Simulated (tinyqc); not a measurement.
# From one set of inputs to another, one input at a time

Model: Keating valence-force model of a tetrahedral crystal. Computed by tinyqc, a small Python program. Command: `OMP_NUM_THREADS=1 python tinyqc.py 3020317 3020318 out.jsonl keating ladder`. One thread of a shared host (Intel(R) Xeon(R) Processor @ 2.30GHz), about 0.06 s of CPU time with the checks.

Atom A sits at 0 and atom B at a/4 (1,1,1) of an fcc lattice; the four bonds from A are t = a/4 (1,1,1), a/4 (1,-1,-1), a/4 (-1,1,-1), a/4 (-1,-1,1), of length d = sqrt(3) a/4. Energy: E = (3 alpha/(8 d^2)) sum over bonds (r.r - d^2)^2 + (3 beta/(8 d^2)) sum over pairs of bonds at one atom (r_i.r_j + d^2/3)^2, with beta_A for the six pairs at A and beta_B for the six at B. The cell holds two atoms, Omega = a^3/4. 1 N/m = 1 J/m^2.

The inputs printed are set A. Inputs not listed in the table keep their values of set A, so the rows need not describe a real material.

Inputs (values chosen for the exercise, for a model crystal):

| quantity | value | unit |
|---|---|---|
| lattice constant a | 4.208 | angstrom |
| mass M_A | 13.9 | u |
| mass M_B | 67.5 | u |
| bond stretching alpha | 124 | N/m |
| bond bending beta_A | 51.7 | N/m |
| bond bending beta_B | 52 | N/m |
| Born charge Z* | 2.17 | e |
| eps_inf | 8.7 | - |

Structure: zinc blende.

Constants: nu for 1 eV/(angstrom^2 u) = 15.6333042 THz; 1 eV/angstrom^2 = 16.02176634 J/m^2; 1 THz = 33.35640952 1/cm; e^2/(4 pi eps_0) = 14.39964548 eV angstrom.

Method:
- beta = (beta_A + beta_B)/2; C11 = (alpha + 3 beta)/a, C12 = (alpha - beta)/a, C44 = 4 alpha beta/(a (alpha + beta)); with the two sublattices clamped C44(0) = (alpha + beta)/a; internal-strain parameter zeta = (alpha - beta)/(alpha + beta); B = (C11 + 2 C12)/3.
- beta = (beta_A + beta_B)/2; mu = M_A M_B/(M_A + M_B); lambda = 4 (alpha + beta)/mu with the springs in eV/angstrom^2; nu = 15.6333042 THz x sqrt(lambda).
- The long-range field adds 4 pi Z*^2 (e^2/(4 pi eps_0))/(eps_inf Omega mu) to lambda for the longitudinal mode at q -> 0; lambda = (nu/15.6333042 THz)^2; eps_0 = eps_inf (nu_LO/nu_TO)^2 (Lyddane-Sachs-Teller; here eps_0 is the static dielectric constant).
- With displacements u exp(i q.r), each bracket changes by g.u, where g = (g_A, g_B): bond t, g = (-2 t, 2 t exp(i q.t)); pair (i, j) at A, g = (-(t_i + t_j), t_i exp(i q.t_j) + t_j exp(i q.t_i)); pair at B, g = (-t_i exp(-i q.t_j) - t_j exp(-i q.t_i), t_i + t_j). Then D_mn = sum over the 4 bonds and 12 pairs of (4 k/a^2) conj(g_m) g_n / sqrt(M_m M_n), with k = alpha or beta converted to eV/angstrom^2. Only the short-range forces enter; the Coulomb field of the charges is left out.
- An eigenvalue lambda of D in eV/(angstrom^2 u) gives nu = 15.6333042 THz x sqrt(lambda).
- Take the lowest frequency at X = (1, 0, 0) 2 pi/a, the transverse acoustic (TA) mode.

Each row keeps all changes above it:

| input moved | from | to | internal-strain parameter zeta | static dielectric constant | TA frequency at X (THz) |
|---|---|---|---|---|---|
| set A | - | - | 0.41029 | 9.742 | 11.267 |
| eps_inf | 8.7 | 12.3 | 0.41029 | 13.342 | 11.267 |
| mass M_B (u) | 67.5 | 74.92 | 0.41029 | 13.342 | 10.719 |
| bond stretching alpha (N/m) | 124 | 34.1 | -0.20652 | 14.432 | 8.147 |
| Born charge Z* (e) | 2.17 | 2.59 | -0.20652 | 15.337 | 8.147 |
| bond bending beta_A (N/m) | 51.7 | 5.25 | 0.08729 | 16.461 | 7.114 |
| lattice constant a (angstrom) | 4.208 | 6.058 | 0.08729 | 13.695 | 7.114 |
| mass M_A (u) | 13.9 | 114.82 | 0.08729 | 13.695 | 5.712 |

Where does the difference come from?

Internal-strain parameter zeta goes from 0.410 to 0.0873, -0.323 in all. The largest single move comes from bond stretching alpha (-0.617), and bond bending beta_A works against it (+0.294). Static dielectric constant goes from 9.74 to 13.7, a factor 1.41 in all. The largest single move comes from eps_inf (a factor 1.37), and lattice constant a works against it (a factor 0.832). TA frequency at X goes from 11.3 to 5.71, a factor 0.507 in all. The largest single move comes from bond stretching alpha (a factor 0.760). The single moves hold for this order of the switches; the total does not depend on the order.

Extremes, crossings and ranges named in words are read from the listed rows.
